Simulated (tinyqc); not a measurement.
Charge imbalance from the loss of breakdown voltage.

Question. In a superjunction of pillar doping N and length Lp an imbalance dl lowers BV by q |dl| N Lp^2/(4 eps0 eps_r), as long as the field reaches through the pillar. Find |dl| and the net dose error |dl| N wp.

Inputs (values chosen for the exercise):
- eps_r = 9.91 (relative permittivity of the semiconductor)
- wp = 0.8 um (width of each pillar)

Constants: q = 1.602176634e-19 C, eps0 = 8.8541878128e-14 F/cm where lengths are in cm. Results are converted to the units shown.

BV balanced and BV measured (V): [1800, 1176.7085]
N = 1.6867966e17 cm^-3
Lp = 9.8755476 um

Answer. The loss is linear in |dl|; its sign cannot be told from BV.

|dl| = 8.30 %
dose error = 1.12e12 cm^-2

Computed by the program tinyqc: `OMP_NUM_THREADS=1 python tinyqc.py 2590014 2590015 out.jsonl`, one thread of a shared Intel Xeon 2.30GHz, about 0.01 s for the whole run.
